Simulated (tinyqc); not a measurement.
## Tunnelling through a gate dielectric, WKB transmission and Tsu-Esaki current: effect of the thickness t1 at fixed voltage

Electrons leave the emitter at x = 0. Energies E (motion across the layers) are in eV from the emitter Fermi level; the collector Fermi level lies at -V and offers states at every E. No charge in the dielectric and no image force: F1 = V/t1, U = phi1 - F1 x. With C = hbar^2/(2 m0), kappa = sqrt(m (U - E)/C) where U > E and 0 elsewhere; T(E) = exp(-S), S = 2 times the integral of kappa over x.

Each layer adds (2/F) sqrt(m/C) [G(u at its left edge) - G(u at its right edge)] to S, with u = U - E (0 where negative) and G(u) = (2/3) u^1.5. J = J0 times the integral of T(E) N(E) dE, N = ln[(1 + exp(-E/Vt))/(1 + exp((-E - V)/Vt))], J0 = q^2 me m0 kB T/(2 pi^2 hbar^3) (times 1e-4 for A/cm^2 per eV), from E = -Ef to far above the barrier (T = 1 there), by quadrature converged to the digits shown.

Values chosen for this exercise; dielectric values close to those of silicon dioxide:
```
symbol  value  unit                                                        meaning
T         350     K                                                    temperature
Ef        0.4    eV              Fermi energy of the emitter above its band bottom
me          1    m0                            emitter mass in the supply function
phi1     3.18    eV  barrier of layer 1 above the emitter Fermi level at zero bias
m1        0.5    m0                                     tunnelling mass of layer 1
V         5.9     V                                  voltage across the dielectric
```

Constants: q = 1.602176634e-19 C, kB = 1.380649e-23 J/K, hbar = 1.054571817e-34 J s, m0 = 9.1093837015e-31 kg, Vt = kB T/q, hbar^2/(2 m0) = 0.0380998212 eV nm^2. Results are converted to the units shown.

Effect of the thickness t1 at fixed voltage:

| t1 (nm) | S at E = 0 | T(E = 0) | J (A/cm^2) | mean E of the current (eV) |
|---|---|---|---|---|
| 3.1 | 14.39 | 5.620e-7 | 159.3 | -0.1781 |
| 3.79 | 17.60 | 2.283e-8 | 4.997 | -0.1578 |
| 4.47 | 20.75 | 9.717e-10 | 0.1699 | -0.1380 |
| 5.16 | 23.96 | 3.948e-11 | 0.005669 | -0.1185 |
| 5.84 | 27.11 | 1.680e-12 | 2.045e-4 | -0.1000 |
| 6.53 | 30.32 | 6.826e-14 | 7.223e-6 | -0.08201 |
| 7.21 | 33.47 | 2.905e-15 | 2.750e-7 | -0.06487 |
| 7.9 | 36.68 | 1.180e-16 | 1.024e-8 | -0.04790 |

What does the comparison show?

J falls from 159 to 1.02e-8 A/cm^2: 2.18 decades a nanometre between the first two rows and 2.07 between the last two. The exponent S alone gives dS/dt/ln 10 = 2.02 and 2.02. In 5 of the 8 rows the field exceeds 10 MV/cm (up to 19.0), more than most dielectrics sustain; the model ignores breakdown.

Computed by the program tinyqc: `OMP_NUM_THREADS=1 python tinyqc.py 2540105 2540106 out.jsonl`, one thread of a shared Intel Xeon 2.30GHz, about 0.02 s for the whole run.
